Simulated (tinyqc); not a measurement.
Frequency dispersion of an accumulation capacitance by border traps, distributed model: capacitance and loss against frequency.

Traps spread evenly through the insulator exchange electrons with the semiconductor by tunnelling, with tau(x) = t0 exp(2 ka x) at depth x from the interface. The admittance per area Y seen at depth x obeys dY/dx = -Y^2/(i w eps0 eox) + q Nb ln(1 + i w tau)/tau, with Y(0) = i w Cs and w = 2 pi f; the gate sees Y(tox) = G + i w C. Working variable y = Y/(i w), in uF/cm^2. Cox = eps0 eox/tox.

Cox; trap-free value 1/(1/Cox + 1/Cs); response depth d = ln(1/(w t0))/(2 ka), where w tau = 1; lumped estimate: all traps within d act as C_bt = q Nb d placed at d/2, so C = 1/{1/[1/(1/Cs + d/(2 eps0 eox)) + C_bt] + (tox - d/2)/(eps0 eox)}. C and G from a fine integration; dispersion -d C/d log10 f over C, from f times and over 1.1. For a broad spread of time constants G/w is close to -(pi/2) dC/d ln w.

Inputs (values chosen for the exercise); permittivity close to that of silicon dioxide:
- eox = 3.77 (relative permittivity of the insulator)
- tox = 7.1 nm (insulator thickness)
- Cs = 7.6 uF/cm^2 (semiconductor capacitance in accumulation)
- Nb = 3.1e18 cm^-3 eV^-1 (density of border traps)
- ka = 5.8 1/nm (decay constant of the wave function in the insulator)
- t0 = 3e-10 s (time constant of a trap at the interface)

Constants: q = 1.602176634e-19 C, eps0 = 8.8541878128e-14 F/cm where lengths are in cm. Results are converted to the units shown.

The same in every row: trap-free C (uF/cm^2) = 0.4428.

Results:
```
f (Hz)  d (nm)  C (uF/cm^2)  G/w (uF/cm^2)  dispersion (% a decade)  -(pi/2) dC/d ln w (uF/cm^2)  lumped C (uF/cm^2)
10       1.533       0.4453       4.898e-4                   0.1608                     4.886e-4              0.4447
1000     1.136       0.4441       3.231e-4                   0.1062                     3.218e-4              0.4437
10000   0.9378       0.4437       2.522e-4                  0.08290                     2.509e-4              0.4434
1e5     0.7393       0.4433       1.899e-4                  0.06236                     1.886e-4              0.4432
1e6     0.5408       0.4431       1.364e-4                  0.04466                     1.350e-4              0.4430
1e7     0.3424       0.4429       9.154e-5                  0.02986                     9.024e-5              0.4429
```

Estimate the missing row, f = 100 Hz.

Computed row:
```
f (Hz)  d (nm)  C (uF/cm^2)  G/w (uF/cm^2)  dispersion (% a decade)  -(pi/2) dC/d ln w (uF/cm^2)  lumped C (uF/cm^2)
100      1.335       0.4446       4.023e-4                   0.1322                     4.010e-4              0.4442
```

With this row back in the table: C falls from 0.4453 to 0.4429 uF/cm^2, towards the trap-free 0.4428; each decade of frequency removes ln 10/(2 ka) = 0.198 nm from the response depth. The dispersion falls from 0.161 to 0.0299 % a decade and G/w falls from 4.90e-4 to 9.15e-5 uF/cm^2. G/w lies between 1.00 and 1.01 times -(pi/2) dC/d ln w, the relation for a broad spread of time constants.

Numbers from tinyqc (`OMP_NUM_THREADS=1 python tinyqc.py 2202239 2202240 out.jsonl`; about 0.7 s on one thread of a shared Intel Xeon 2.30GHz).
